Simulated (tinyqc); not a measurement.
# Switching power and leakage at the onset of runaway

Question. T = T0 + Rth P(T), P(T) = Pd + Pl (T/300 K)^2 exp[(q Ea/kB)(1/(300 K) - 1/T)]. At the onset of runaway the loop gain Rth dP/dT equals one as well. Find Pd and the critical Pl.

Parameters, values chosen for the exercise:
- T0 = 320 K (ambient temperature)
- Ea = 0.5 eV (activation energy of the leakage)
- Rth = 10 K/W (thermal resistance)

Constants: q = 1.602176634e-19 C, kB = 1.380649e-23 J/K. Results are converted to the units shown.

temperature at the onset of runaway = 357.62321 K

Solution. With s = 2/T + q Ea/(kB T^2), unit gain means Rth (P - Pd) = 1/s; the heat balance then gives Pd, and the leakage term Pl.

Pd = 1.800 W
critical Pl = 0.06120 W

Numbers from tinyqc (`OMP_NUM_THREADS=1 python tinyqc.py 2520069 2520070 out.jsonl`; about 0.01 s on one thread of a shared Intel Xeon 2.30GHz).
